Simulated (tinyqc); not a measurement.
## Doping and flat-band voltage from the body effect

Problem. VT = Vfb + 2 phiF + gamma sqrt(2 phiF + Vsb), phiF = Vt ln(Na/ni), gamma = sqrt(2 q eps0 eps_r Na)/Cox, Cox = eps0 eox/tox. Find Na, gamma and Vfb from two thresholds.

Inputs (values chosen for the exercise); material values those of a made-up semiconductor:

| symbol | value | unit | meaning |
|---|---|---|---|
| T | 300 | K | temperature |
| eps_r | 11.2 |  | relative permittivity of the semiconductor |
| eox | 7.62 |  | relative permittivity of the gate insulator |
| tox | 31 | nm | insulator thickness |

Constants: q = 1.602176634e-19 C, kB = 1.380649e-23 J/K, Vt = kB T/q, eps0 = 8.8541878128e-14 F/cm where lengths are in cm. Results are converted to the units shown.

VT at Vsb = 0 and 1.6 V (V): 1.3990316  1.5944252
ni = 8.6867792e-12 cm^-3

Answer. The difference of the thresholds, gamma [sqrt(2 phiF + Vsb) - sqrt(2 phiF)], holds no Vfb and rises with Na, so it has one root; Vfb then follows from the first threshold.

Na = 3.60e16 cm^-3
gamma = 0.491 V^0.5
Vfb = -2.78 V

tinyqc, about 0.07 s, one thread, Intel Xeon 2.30GHz (shared host): `OMP_NUM_THREADS=1 python tinyqc.py 2360162 2360163 out.jsonl`
